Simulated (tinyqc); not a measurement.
Permittivity and interface capacitance from two thicknesses.

Question. 1/C = t/(eps0 ek) + 2/ci for planar capacitors that differ only in thickness. Find ek, ci and the EOT of the interfaces, 2 x 3.9 eps0/ci.

Constants: eps0 = 8.8541878128e-14 F/cm where lengths are in cm. Results are converted to the units shown.

C at t = 7.8 and 23 nm (uF/cm^2): 0.83181564  0.28240449

Answer. 1/C is a straight line in t: the slope gives ek and the intercept 2/ci. A single thickness would give only the effective permittivity; when the interfaces are a small part of 1/C, ci needs very accurate data.

ek = 7.340
ci = 1000 uF/cm^2
EOT of the interfaces = 0.006906 nm

Numbers from tinyqc (`OMP_NUM_THREADS=1 python tinyqc.py 2102005 2102006 out.jsonl`; about 0.01 s on one thread of a shared Intel Xeon 2.30GHz).
